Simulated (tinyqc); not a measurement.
Worked calculation (part 2 of 2): CCD on RHF in the sto-3g basis, frozen core, for BeH2, spin multiplicity 1. Computed by tinyqc, a small Python program that keeps every step (integrals from PySCF). Command: `OMP_NUM_THREADS=1 python tinyqc.py 26794 26795 out.jsonl` (the two numbers bound the seeds that draw the settings). One thread of a shared host (Intel(R) Xeon(R) Processor @ 2.60GHz), about 0.1 s of CPU time with the checks.

Geometry (angstrom):
```
atom        x         y        z
Be    0.00000   0.00000  0.00000
H     0.00000   1.44000  0.15500
H     0.00000  -1.44000  0.15500
```

## Integrals over molecular orbitals

coefficients C:
```
              MO1       MO2       MO3       MO4      MO5       MO6       MO7
1Be 1s    0.99179  -0.21673   0.00000   0.05157  0.00000  -0.22096   0.00000
1Be 2s    0.03164   0.58238   0.00000  -0.22358  0.00000   1.11510   0.00000
1Be 2px   0.00000   0.00000   0.00000   0.00000  1.00000   0.00000   0.00000
1Be 2py   0.00000   0.00000   0.49903   0.00000  0.00000   0.00000   1.31293
1Be 2pz  -0.00006   0.02490   0.00000   0.97382  0.00000   0.24384   0.00000
2H 1s    -0.00355   0.39203   0.41812   0.10049  0.00000  -0.76750  -0.91393
3H 1s    -0.00355   0.39203  -0.41812   0.10049  0.00000  -0.76750   0.91393
```

core Hamiltonian H = T + V (hartree):
```
           1Be 1s    1Be 2s   1Be 2px   1Be 2py   1Be 2pz     2H 1s     3H 1s
1Be 1s   -8.59786  -2.12190   0.00000   0.00000  -0.00330  -0.45345  -0.45345
1Be 2s   -2.12190  -2.79787   0.00000   0.00000  -0.02902  -1.13277  -1.13277
1Be 2px   0.00000   0.00000  -2.26050   0.00000   0.00000   0.00000   0.00000
1Be 2py   0.00000   0.00000   0.00000  -2.46677   0.00000  -1.20440   1.20440
1Be 2pz  -0.00330  -0.02902   0.00000   0.00000  -2.26289  -0.13253  -0.13253
2H 1s    -0.45345  -1.13277   0.00000  -1.20440  -0.13253  -2.10444  -0.08603
3H 1s    -0.45345  -1.13277   0.00000   1.20440  -0.13253  -0.08603  -2.10444
```

Given earlier and not repeated: Two-electron integrals (ij|kl) in chemists' order.

(pq|rs) = sum C_ip C_jq C_kr C_ls (ij|kl), one index at a time.

one-electron integrals over orbitals h = C^T H C (hartree):
```
          1         2         3         4         5         6         7
1  -8.58637   0.21483   0.00000  -0.05357   0.00000   0.19452   0.00000
2   0.21483  -2.37819   0.00000   0.01636   0.00000  -0.21350   0.00000
3   0.00000   0.00000  -2.32522   0.00000   0.00000   0.00000  -0.29733
4  -0.05357   0.01636   0.00000  -2.25115   0.00000  -0.05503   0.00000
5   0.00000   0.00000   0.00000   0.00000  -2.26050   0.00000   0.00000
6   0.19452  -0.21350   0.00000  -0.05503   0.00000  -1.91424   0.00000
7   0.00000   0.00000  -0.29733   0.00000   0.00000   0.00000  -1.84327
```

Two-electron integrals over orbitals (pq|rs), unique and non-zero (hartree); the lowest 1 orbital is frozen and left out:
```
(22|22) 0.38668    (32|32) 0.16134    (33|22) 0.39886    (33|33) 0.42187
(42|22) 0.01020    (42|33) 0.01101    (42|42) 0.04839    (43|32) 0.01378
(43|43) 0.01535    (44|22) 0.35864    (44|33) 0.34507    (44|42) -0.02757
(44|44) 0.45340    (52|52) 0.04818    (53|53) 0.01349    (54|52) -0.00965
(54|54) 0.02583    (55|22) 0.36097    (55|33) 0.34562    (55|42) -0.00959
(55|44) 0.40018    (55|55) 0.44986    (62|22) -0.01753   (62|33) -0.04220
(62|42) -0.00408   (62|44) 0.05387    (62|55) 0.05976    (62|62) 0.07999
(63|32) -0.09184   (63|43) -0.01142   (63|63) 0.08317    (64|22) 0.00305
(64|33) -0.00366   (64|42) 0.03920    (64|44) -0.00361   (64|55) 0.00732
(64|62) 0.02210    (64|64) 0.04407    (65|52) 0.04604    (65|54) -0.00631
(65|65) 0.04880    (66|22) 0.38925    (66|33) 0.39840    (66|42) 0.02612
(66|44) 0.35395    (66|55) 0.36148    (66|62) -0.02413   (66|64) 0.01567
(66|66) 0.41219    (72|32) -0.04169   (72|43) -0.01214   (72|63) 0.06069
(72|72) 0.05676    (73|22) -0.00283   (73|33) -0.01907   (73|42) -0.01715
(73|44) 0.06445    (73|55) 0.06494    (73|62) 0.07391    (73|64) 0.00991
(73|66) -0.02288   (73|73) 0.08505    (74|32) -0.02864   (74|43) 0.01111
(74|63) 0.01728    (74|72) 0.00481    (74|74) 0.02229    (75|53) 0.01347
(75|75) 0.01674    (76|32) 0.13793    (76|43) 0.01523    (76|63) -0.09033
(76|72) -0.05115   (76|74) -0.02424   (76|76) 0.13295    (77|22) 0.41258
(77|33) 0.43015    (77|42) 0.00228    (77|44) 0.38533    (77|55) 0.38375
(77|62) -0.02650   (77|64) -0.00632   (77|66) 0.42100    (77|73) -0.00234
(77|77) 0.46908
```

## CCD: starting amplitudes

orbital energies (hartree): MO1 -4.52602, MO2 -0.43724, MO3 -0.39616, MO4 0.20781, MO5 0.21362, MO6 0.41888, MO7 0.80066

t_ij^ab = <ij||ab> / (e_i + e_j - e_a - e_b), whose energy is MP2.

Starting amplitudes (spin orbitals 1a, 1b, ...; amplitudes related by a flip of all spins are not repeated):
```
from      to         t
3a 3b  6a 6b  -0.05102
2a 2b  6a 6b  -0.04672
2a 2b  4a 4b  -0.03751
2a 2b  5a 5b  -0.03701
2a 3b  6a 7b  -0.03600
3a 3b  7a 7b  -0.03553
2a 3b  6b 7a   0.02956
2a 2b  7a 7b  -0.02292
3a 3b  4a 4b  -0.01271
3a 3b  5a 5b  -0.01106
2a 3b  4a 7b   0.00931
3a 3b  4a 6b   0.00805
2a 3b  4b 7a  -0.00659
2a 3a  6a 7a  -0.00644
2a 3a  4a 7a   0.00272
2a 2b  4a 6b   0.00271
```

correlation energy = -0.0260374 hartree

## CCD: amplitude update 1

t_ij^ab D_ij^ab are set to the remaining terms of the spin-orbital equations, evaluated with the old amplitudes; for the doubles these are <ij||ab> + 1/2 <ab||ef> t_ij^ef + 1/2 <mn||ij> t_mn^ab + P(ij)P(ab) <mb||ej> t_im^ae + terms in t^2, D the orbital-energy denominators.

Amplitudes after update 1 (spin orbitals 1a, 1b, ...; amplitudes related by a flip of all spins are not repeated):
```
from      to         t
3a 3b  6a 6b  -0.07038
2a 2b  6a 6b  -0.06093
2a 3b  6a 7b  -0.04983
2a 2b  4a 4b  -0.04751
2a 2b  5a 5b  -0.04688
3a 3b  7a 7b  -0.04558
2a 3b  6b 7a   0.04254
2a 2b  7a 7b  -0.03022
3a 3b  4a 6b   0.01305
2a 3b  4a 7b   0.01266
3a 3b  4a 4b  -0.01052
2a 3b  4b 7a  -0.00947
3a 3b  5a 5b  -0.00770
2a 3a  6a 7a  -0.00729
2a 2b  4a 6b   0.00382
2a 3a  4a 7a   0.00320
```

correlation energy = -0.0348880 hartree

## CCD: amplitude update 2

As before.

Amplitudes after update 2 (spin orbitals 1a, 1b, ...; amplitudes related by a flip of all spins are not repeated):
```
from      to         t
3a 3b  6a 6b  -0.07860
2a 2b  6a 6b  -0.06572
2a 3b  6a 7b  -0.05459
2a 2b  4a 4b  -0.05061
2a 2b  5a 5b  -0.04997
3a 3b  7a 7b  -0.04890
2a 3b  6b 7a   0.04726
2a 2b  7a 7b  -0.03312
3a 3b  4a 6b   0.01575
2a 3b  4a 7b   0.01379
2a 3b  4b 7a  -0.01053
3a 3b  4a 4b  -0.00780
2a 3a  6a 7a  -0.00733
3a 3b  5a 5b  -0.00429
2a 2b  4a 6b   0.00424
2a 3a  4a 7a   0.00326
```

correlation energy = -0.0380211 hartree

## CCD: amplitude update 3

t_ij^ab D_ij^ab are set to the remaining terms of the spin-orbital equations, evaluated with the old amplitudes; for the doubles these are <ij||ab> + 1/2 <ab||ef> t_ij^ef + 1/2 <mn||ij> t_mn^ab + P(ij)P(ab) <mb||ej> t_im^ae + terms in t^2, D the orbital-energy denominators. DIIS then mixes the stored amplitudes.

DIIS coefficients: -0.64392  1.64392

Amplitudes after update 3 (spin orbitals 1a, 1b, ...; amplitudes related by a flip of all spins are not repeated):
```
from      to         t
3a 3b  6a 6b  -0.08433
2a 2b  6a 6b  -0.06819
2a 3b  6a 7b  -0.05745
2a 2b  4a 4b  -0.05252
2a 2b  5a 5b  -0.05193
3a 3b  7a 7b  -0.05063
2a 3b  6b 7a   0.05011
2a 2b  7a 7b  -0.03496
3a 3b  4a 6b   0.01791
2a 3b  4a 7b   0.01448
2a 3b  4b 7a  -0.01119
2a 3a  6a 7a  -0.00734
3a 3b  4a 4b  -0.00512
2a 2b  4a 6b   0.00435
2a 3a  4a 7a   0.00329
3a 3b  5a 5b  -0.00102
```

correlation energy = -0.0399080 hartree

## CCD: convergence

E_corr = 1/4 sum <ij||ab> t_ij^ab; stop when the norm of the change is below 1e-8.

Course of the amplitude iterations:
```
update  correlation energy (hartree)  norm of the change
0                         -0.0260374                   -
1                         -0.0348880            8.38e-02
2                         -0.0380211            3.21e-02
3                         -0.0399080            1.30e-02
4                         -0.0398867            1.48e-03
5                         -0.0398901            3.60e-04
6                         -0.0398886            3.08e-05
7                         -0.0398884            1.22e-05
8                         -0.0398887            3.41e-06
9                         -0.0398887            3.10e-07
10                        -0.0398887            5.58e-08
11                        -0.0398887            2.28e-08
12                        -0.0398887            3.01e-09
```

Converged amplitudes (spin orbitals 1a, 1b, ...; amplitudes related by a flip of all spins are not repeated):
```
from      to         t
3a 3b  6a 6b  -0.08487
2a 2b  6a 6b  -0.06759
2a 3b  6a 7b  -0.05745
2a 2b  4a 4b  -0.05280
2a 2b  5a 5b  -0.05231
3a 3b  7a 7b  -0.05033
2a 3b  6b 7a   0.04995
2a 2b  7a 7b  -0.03505
3a 3b  4a 6b   0.01827
2a 3b  4a 7b   0.01450
2a 3b  4b 7a  -0.01117
2a 3a  6a 7a  -0.00749
3a 3b  4a 4b  -0.00456
2a 2b  4a 6b   0.00410
2a 3a  4a 7a   0.00333
3a 3b  5a 5b  -0.00032
```

CCD total energy = -15.5823548 hartree

Converged in 12 updates, with DIIS from the third.
